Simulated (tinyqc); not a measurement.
# Ballistic Schottky-barrier transistor with a two-dimensional channel, WKB contacts: several studies

Source Fermi level 0, drain Fermi level -Vd. Far from the contacts Ec = pn - psi, and the gate moves psi one to one; the band edges relax as exp(-x/lam) from pn at the source and pn - Vd at the drain; Ev = Ec - Eg. A carrier of energy w inside the channel band meets at a contact a barrier of height D (the contact edge beyond the channel edge): T = 1 for w >= D, else exp(-S), S = 4 lam sqrt(m/C) [sqrt(D - w) - sqrt(w) arctan sqrt((D - w)/w)], C = hbar^2/(2 m0). The two contacts combine as Ts Td/(Ts + Td - Ts Td).

Inputs (values chosen for the exercise); channel values close to those of a molybdenum disulphide layer: temperature T = 250 K; band gap Eg = 1.7 eV; barrier for electrons at both contacts pn = 0.21 eV; electron mass mn = 0.49 m0; hole mass mp = 0.6 m0; valleys or subbands g = 2; screening length at the contacts lam = 3.4 nm; drain bias Vd = 0.05 V.

Constants: q = 1.602176634e-19 C, kB = 1.380649e-23 J/K, hbar = 1.054571817e-34 J s, h = 6.62607015e-34 J s, m0 = 9.1093837015e-31 kg, Vt = kB T/q, hbar^2/(2 m0) = 0.0380998212 eV nm^2. Results are converted to the units shown.

Each table varies one quantity; the others keep the values above.

## Effect of the drain bias on the off state

I/W = g (2 q^2/h) int T(w) [N(Es + w) - N(Ed + w)] dw with w the energy of motion along the channel, N(y) = (1/2 pi) sqrt(pi m kB T/C) Fm(-y/kB T), Fm(x) = (1/sqrt(pi)) int_0^infinity u^(-1/2)/(1 + exp(u - x)) du. Electrons: Ds = psi, Dd = psi - Vd, Es = Ec, Ed = Ec + Vd. Holes: Ds = -psi, Dd = Vd - psi, Es = -Ev, Ed = -Ev - Vd. The size of each current is taken; both flow from drain to source and add. The integrals are converged. For each Vd, psi is set to the minimum of I.

Effect of the drain bias on the off state:
```
Vd (V)	psi at the minimum (V)	smallest I (uA/um)
0.05	-0.910	3.49e-20
0.21	-0.850	6.05e-19
0.37	-0.793	8.35e-18
0.53	-0.735	1.20e-16
0.68	-0.681	1.51e-15
0.84	-0.621	2.32e-14
1	-0.562	3.69e-13
```

Read the table: what changes, and by how much?

The smallest current rises from 3.49e-20 to 3.69e-13 uA/um, 7.51 decades a volt between the last two rows, and the minimum moves by 0.37 V a volt over the table: a larger Vd lets holes enter from the drain while electrons still enter from the source.

## Barrier height from the temperature dependence

Same model as above.

The apparent barrier is -d ln(I_e/T^1.5)/d(q/kB T), taken between T - 10 K and T + 10 K for the electron current.

Barrier height from the temperature dependence:
```
ps (V)	electrons (uA/um)	Ec (eV)	apparent barrier (eV)
-0.25	2.38e-7	0.460	0.455
-0.18	6.14e-6	0.390	0.385
-0.11	1.58e-4	0.320	0.315
-0.04	0.00408	0.250	0.245
0	0.0261	0.210	0.205
0.1	0.126	0.110	0.163
0.17	0.339	0.040	0.130
0.24	0.953	-0.030	0.091
0.31	2.70	-0.100	0.052
0.38	6.82	-0.170	0.024
0.45	14.5	-0.240	0.006
```

What does the table show?

For psi < 0 the channel edge is the highest point, and the apparent barrier follows Ec one to one (0.455 eV against 0.460). At flat band it is 0.205 eV (psi = 0 V), near pn = 0.21 eV. Beyond, the top stays at pn but tunnelling lowers the apparent value to 0.00578 eV in the last row, so only the point where the line bends gives the true barrier.

## Ambipolar transfer curve

Same model as above.

Swing = d(psi)/d(log10 I).

Ambipolar transfer curve:
```
ps (V)	electrons (uA/um)	holes (uA/um)	I (uA/um)	swing (mV/decade)
-1.19	2.677e-26	2.607e-17	2.607e-17	-88.47
-1.05	1.778e-23	7.255e-19	7.256e-19	-91.67
-0.91	1.181e-20	2.313e-20	3.494e-20	-8970
-0.77	7.842e-18	8.633e-22	7.843e-18	49.61
-0.63	5.208e-15	3.878e-23	5.208e-15	49.61
-0.49	3.459e-12	2.181e-24	3.459e-12	49.61
-0.35	2.297e-9	1.630e-25	2.297e-9	49.61
-0.2	2.427e-6	1.502e-26	2.427e-6	49.61
-0.06	0.001612	2.247e-27	0.001612	49.61
0.08	0.09472	1.128e-28	0.09472	163.5
0.22	0.7063	1.699e-31	0.7063	154.2
0.36	5.319	2.558e-34	5.319	180.3
```

I goes from 2.61e-17 through a minimum of 3.49e-20 (at ps = -0.91 V among the rows listed) to 5.32 uA/um; the exact minimum lies at psi = -0.910 V. Holes carry the left branch and electrons the right. The ratio of the last row to the smallest is 1.52e20 and of the first row 746, with barriers of 0.21 eV for electrons and 1.49 eV for holes. The steepest swing among the rows is 49.6 mV/decade, against the thermionic limit 49.6.

Range of the model: No scattering, image-force lowering, channel charge or band-to-band tunnelling; parabolic kappa overstates S deep in the gap.

Program tinyqc, `OMP_NUM_THREADS=1 python tinyqc.py 2390047 2390048 out.jsonl`; Intel Xeon 2.30GHz, shared host, one thread, about 0.4 s.
